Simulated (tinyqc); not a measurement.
Ways to reach the isolated limit: finite-size error of a charged defect in a periodic cell: Madelung and Makov-Payne terms. Computed by tinyqc, a small Python program. Command: `OMP_NUM_THREADS=1 python tinyqc.py 3006220 3006221 out.jsonl imagecharge walk`. One thread of a shared host (Intel(R) Xeon(R) Processor @ 2.30GHz), about 0.02 s of CPU time with the checks.

L is the cube root of the cell volume. The defect charge is a Gaussian, rho(r) = q (2 pi sigma^2)^(-3/2) exp(-r^2/2 sigma^2), repeated periodically in a uniform neutralising background and screened by a continuum. The model cell energy is E(L) = E_0 + [periodic - isolated electrostatic energy].

Inputs (values chosen for the exercise, for a model uniaxial host):
```
quantity                                     value      unit
charge q                                         3         e
cell length L                                 9.69  angstrom
dielectric constant eps_xy                      16         -
dielectric constant eps_z                       25         -
axis ratio c/a                               0.914         -
width sigma of the defect charge               1.4  angstrom
formation energy of the isolated defect E_0  4.413        eV
```

Supercell lattice: tetragonal. Screening: uniaxial.

scatter added to the six cells, standing for numerical noise (meV): -0.55  0.47  0.83  1.8  1.5  -0.56

Constants: e^2/(4 pi eps_0) = 14.39964548 eV angstrom.

Method:
- Cell vectors: (1,0,0), (0,1,0), (0,0,c/a), scaled to volume L^3.
- Ewald sum for a unit point charge: scale each Cartesian component of the cell by 1/sqrt(eps_i), giving R', G' and V'; E = [ (1/2) sum erfc(eta R')/R' + (2 pi/V') sum exp(-G'^2/4 eta^2)/G'^2 - eta/sqrt(pi) - pi/(2 V' eta^2) ] e^2/(4 pi eps_0) / sqrt(eps_x eps_y eps_z), over n_i = -6..6, omitting n = (0,0,0), eta = 2/V'^(1/3). alpha = -2 E eps_g L/(e^2/(4 pi eps_0)), eps_g = (eps_x eps_y eps_z)^(1/3).
- Periodic energy of the Gaussian: (2 pi q^2/V) sum_(G != 0) exp(-sigma^2 G^2)/(G.eps.G) x e^2/(4 pi eps_0), n_i = -k..k with k = max(9, L/sigma rounded up). Isolated energy: q^2/(2 sqrt(pi) sigma) <1/(n.eps.n)> e^2/(4 pi eps_0), the mean over directions n (64 Gauss-Legendre points in cos(theta)).
- Cells of the same shape with L scaled by 0.7, 0.85, 1, 1.25, 1.5 and 2; the scatter is added to E(L).
- The point-charge correction scales as 1/L from its value at the input L.
- Least-squares fits of E(L) to a + b/L, a + c/L^3 or a + b/L + c/L^3; the estimate is a, and errors are against E_0.

Scaling data:
```
L (angstrom)  1/L (1/angstrom)  E(L) (eV)  E(L) + point-charge correction (eV)
6.7830                0.147427    3.24771                              4.65858
8.2365                0.121411    3.38845                              4.55035
9.6900                0.103199    3.50972                              4.49733
12.1125               0.082559    3.66715                              4.45724
14.5350               0.068799    3.78055                              4.43896
19.3800               0.051600    3.92891                              4.42271
```

point-charge correction -q^2 E = 0.987612 eV

nearest image = 9.12616 angstrom

Estimates of E_0:
```
way                              estimate (eV)  error (meV)
largest cell, uncorrected               3.9289      -484.09
largest cell, point-charge term         4.4227         9.71
1/L fit, three smallest                 4.1122      -300.76
1/L fit, all six                        4.2723      -140.73
1/L^3 fit, all six                      3.8312      -581.84
1/L and 1/L^3, three smallest           4.4105        -2.53
1/L and 1/L^3, all six                  4.4109        -2.09
corrected data, 1/L^3 fit               4.4134         0.37
```

coefficient b of the full fit = -9.5295 eV angstrom

What does the comparison show, and why?

Best here: corrected data, 1/L^3 fit (+0.4 meV); worst: 1/L^3 fit, all six (-582 meV). The fitted b is 99.6 % of the Madelung value -q^2 alpha e^2/(8 pi eps_0 eps_g), so such a fit also measures the screening. A pure 1/L fit lands below E_0, because the positive 1/L^3 term flattens the small-cell points.

Extremes, crossings and ranges named in words are read from the listed rows.
